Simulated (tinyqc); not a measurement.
Worked calculation: donors with valley-orbit split 1s states. Values are carried at full precision from step to step, so a last printed digit may differ when a step is redone from the rounded ones.

Each donor binds at most one electron, in any of its states. For a site s, W_s = sum over its states of g exp(E/kT), and the ionised share is 1/(1 + W_s exp(eta)), eta = (EF - Ec)/kT; n = Nc F_1/2(eta); neutrality n + NA = ND x (mean ionised share); holes are neglected. Nc from N = 2 (m kB T/(4 pi c))^(3/2) with c = hbar^2/2m0, in 1/angstrom^3; times 1e24 for 1/cm^3, m = md. F_j(eta) = (1/Gamma(j + 1)) integral_0^infinity x^j dx/(1 + exp(x - eta)), which tends to exp(eta) for eta << 0.

Constants: hbar^2/2m0 = 3.80998211 eV angstrom^2; kB = 8.617333262e-05 eV/K.

Values chosen for the exercise (near those of P in Si; shifted at random, so the results belong to these values and not to a real crystal): md = 1.085 m0 (density-of-states mass of the conduction band); E = (45.3, 33.5, 32.3) meV (binding energies of 1s(A1), 1s(T2), 1s(E)); g = (2, 6, 4) (their degeneracies with spin); T = 225 K; ND = 4.7e+15 1/cm^3 (donors); NA = 0 1/cm^3 (compensating acceptors, all ionised); mu0 = 64 cm^2/(V s) (mobility at heavy doping); mu1 = 1429 cm^2/(V s) (mobility at light doping and 300 K); Nr = 9.2e+16 1/cm^3 (reference doping); de = 0.72 (doping exponent); ga = 2.3 (temperature exponent).

## Partition sums of the neutral donor

Give each term g exp(E/kT), W_s, and the effective degeneracy W_s exp(-E_ground/kT).

Nc = 1.8421e+19 1/cm^3

terms: 1s(A1) 20.69, 1s(T2) 33.77, 1s(E) 21.16

W_s: donor 75.618

effective degeneracy: donor 7.311

The ground state alone would give 2 and all states together 12; here the excited states hold 73 % of the bound electrons.

## Neutrality

Solve for eta.

eta = -8.292
n = 4.61e+15 1/cm^3

ionised share: donor 0.981

n is 0.981 of ND - NA.

## Mobility and resistivity

Mobility (Caughey-Thomas form): mu = mu0 + (mu1 (T/300)^(-ga) - mu0)/(1 + ((ND + NA)/Nr)^de); rho = 1/(e n mu), e = 1.602176634e-19 C.

Compare with full ionisation, n = ND - NA.

mu = 2485.0 cm^2/(V s)
rho = 0.545 ohm cm
rho at full ionisation = 0.534 ohm cm

Incomplete ionisation raises rho by a factor 1.02.

## Checks

- n at ND = 1e13 1/cm^3 against the root of n^2 = (Nc/W)(ND - n) (1/cm^3): both 1.000e+13.

Run: tinyqc, `OMP_NUM_THREADS=1 python tinyqc.py 1652068 1652069 out.jsonl`; Intel(R) Xeon(R) Processor @ 2.30GHz, one thread, shared host; about 0.01 s of CPU time with all checks.
